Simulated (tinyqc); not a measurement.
Expansion against temperature: quasi-harmonic thermal expansion with mode Grueneisen parameters. Computed by tinyqc, a small Python program. Command: `OMP_NUM_THREADS=1 python tinyqc.py 3011747 3011748 out.jsonl qha walk`. One thread of a shared host (Intel(R) Xeon(R) Processor @ 2.30GHz), about 0.03 s of CPU time with the checks.

A crystal with two atoms a cell; per atom there are 1 transverse acoustic (TA), 1/2 longitudinal acoustic (LA) and 3/2 optical (O) modes. Every frequency of group i scales as nu_i (V/V0)^(-gamma_i). The acoustic groups have Debye spectra, density 3 nu^2/nu_i^3 up to nu_i (40 Gauss-Legendre points); the optical group has one frequency. Static energy: E = (9 V0 B0/16) [y^3 B' + y^2 (2 - 4 y)], y = (V0/V)^(2/3) - 1, with pressure P_s = (3 B0/2) (z^7 - z^5) [1 + (3/4)(B' - 4)(z^2 - 1)], z = (V0/V)^(1/3).

Inputs (values chosen for the exercise, for a model crystal):
```
quantity                       value             unit
static volume V0                21.2  angstrom^3/atom
static bulk modulus B0          60.2              GPa
static B'                       4.48                -
frequency nu_TA                 2.04              THz
frequency nu_LA                 4.57              THz
frequency nu_O                  7.88              THz
Grueneisen parameter gamma_TA  -0.88                -
Grueneisen parameter gamma_LA    1.8                -
Grueneisen parameter gamma_O     1.3                -
```

Acoustic groups: Debye.

Constants: h x 1 THz = 4.135667696 meV; k_B = 8.617333262e-05 eV/K; 1 eV/angstrom^3 = 160.2176634 GPa.

Method:
- For a mode with x = h nu/(k_B T), n = 1/(exp(x) - 1): U = h nu (n + 1/2), C/k_B = x^2 n (n + 1); U_i and C_i sum these over group i with its weight per atom.
- Phonon pressure P_ph = sum_i gamma_i U_i/V.
- B_T = -V d(P_s + P_ph)/dV at fixed T (central difference, step 1e-4 V); alpha_V = sum gamma_i C_i k_B/(B_T V), all at V(T); the linear coefficient is alpha_L = alpha_V/3.
- V(T) solves P_s + P_ph = 0. The Grueneisen estimate uses C_i, V0 and B0 at the static volume; gamma_th = sum gamma_i C_i / sum C_i is taken at V(T).

Quasi-harmonic results:
```
T (K)  V/V0 - 1 (%)  B_T (GPa)  alpha_L (ppm/K)  alpha_L, Grueneisen estimate  gamma_th
20           0.4423     59.692          -1.0131                       -1.0208  -0.68459
40           0.4344     59.694          -1.3065                       -1.3225  -0.39069
70           0.4284     59.672           0.1624                        0.1287   0.03129
100          0.4383     59.607           2.0020                        1.9544   0.29528
150          0.4861     59.440           4.1275                        4.0638   0.48501
220          0.5905     59.162           5.5634                        5.4765   0.57549
300          0.7348     58.823           6.2901                        6.1740   0.61293
450          1.0352     58.171           6.8475                        6.6735   0.63733
700          1.5706     57.074           7.1966                        6.9225   0.64879
1000         2.2413     55.757           7.4130                        7.0144   0.65288
```

What does the comparison show, and why?

alpha_L is negative up to 40 K among these rows and changes sign before 70 K, once the LA and optical groups take up heat. gamma_th moves from -0.68, near gamma_TA = -0.88, to 0.65, near the average over all modes, 0.66, as the stiffer groups take up their share of C. B_T changes by -6.6 % over the table, and at the highest T the estimate at fixed V0 and B0 is off by -5.4 %.

Extremes, crossings and ranges named in words are read from the listed rows.
